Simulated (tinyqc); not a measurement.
Finite-difference solution of the diffusion equation on a small grid: one step, computed by the program tinyqc.

dC/dt = D d2C/dx2 on nodes x_j = j dx, j = 0..11; the far end is sealed.

Task: Time step 1. With r = D dt/dx^2: (1 - theta r M) C(new) = (1 + (1 - theta) r M) C(old); theta = 0 explicit, 1 implicit, 1/2 Crank-Nicolson.

Boundary at x = 0: fixed surface value. Scheme: explicit.

operator M:
```
,0,1,2,3,4,5,6,7,8,9,10,11
0,0,0,0,0,0,0,0,0,0,0,0,0
1,1,-2,1,0,0,0,0,0,0,0,0,0
2,0,1,-2,1,0,0,0,0,0,0,0,0
3,0,0,1,-2,1,0,0,0,0,0,0,0
4,0,0,0,1,-2,1,0,0,0,0,0,0
5,0,0,0,0,1,-2,1,0,0,0,0,0
6,0,0,0,0,0,1,-2,1,0,0,0,0
7,0,0,0,0,0,0,1,-2,1,0,0,0
8,0,0,0,0,0,0,0,1,-2,1,0,0
9,0,0,0,0,0,0,0,0,1,-2,1,0
10,0,0,0,0,0,0,0,0,0,1,-2,1
11,0,0,0,0,0,0,0,0,0,0,2,-2
```

mesh ratio r = 0.2904

C at the start (%): [65, 0, 0, 0, 0, 0, 0, 0, 0, 0, 0, 0]

Give: C after step 1.

Result:

C after step 1 (%): [65.000, 18.876, 0.000, 0.000, 0.000, 0.000, 0.000, 0.000, 0.000, 0.000, 0.000, 0.000]
